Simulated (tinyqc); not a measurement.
Worked calculation: Ewald sum of point charges, simple cubic in a neutralising background, strained along z by a factor 1.09, lattice. Computed by tinyqc, a small Python program that keeps every step. Command: `OMP_NUM_THREADS=1 python tinyqc.py 26648 26649 out.jsonl` (the two numbers bound the seeds that draw the settings). One thread of a shared host (Intel(R) Xeon(R) Processor @ 2.60GHz), about 0.02 s of CPU time with the checks.

## Ewald sum with eta = 0.425 1/bohr

cell vectors (rows) (bohr):
$$\begin{pmatrix}
8.4800 & 0.0000 & 0.0000 \\
0.0000 & 8.4800 & 0.0000 \\
0.0000 & 0.0000 & 9.2430
\end{pmatrix}$$

Charges:
```
q           f1      f2      f3
2.0000  0.0000  0.0000  0.0000
```

Real space: 1/2 sum q_i q_j erfc(eta r)/r over all images with r > 0; reciprocal space: (2 pi/V) sum_(G != 0) exp(-G^2/4 eta^2)/G^2 |S(G)|^2 with S(G) = sum q exp(i G.r); self term -eta/sqrt(pi) sum q^2; background -pi Q^2/(2 V eta^2), Q the total charge.

Real-space shells (first ones):
```
r (bohr)  pairs  sum (hartree)
8.4800        4       3.26e-07
9.2430        2       1.20e-08
11.9925       4              0
12.5437       8              0
```

Reciprocal shells (first ones that count):
```
G^2 (1/bohr^2)  vectors  sum (hartree)
0.4621                2         0.0863
0.5490                4         0.1289
1.0111                8         0.0738
1.0980                4         0.0301
1.5601                8         0.0224
1.8484                2         0.0032
2.1960                4         0.0033
2.3974                8         0.0046
2.6581                8         0.0029
2.7450                8         0.0025
2.9464                8         0.0017
3.2071               16         0.0022
```

## The total does not depend on eta

The same sums for other eta.

Totals (hartree per cell):
```
eta         real  reciprocal     self  background      total
0.4250  3.38e-07      0.3629  -0.9591     -0.0523  -0.648582
0.5510  3.70e-11      0.6260  -1.2435     -0.0311  -0.648582
0.7840         0      1.1361  -1.7693     -0.0154  -0.648582
```

shortest distance = 8.4800 bohr
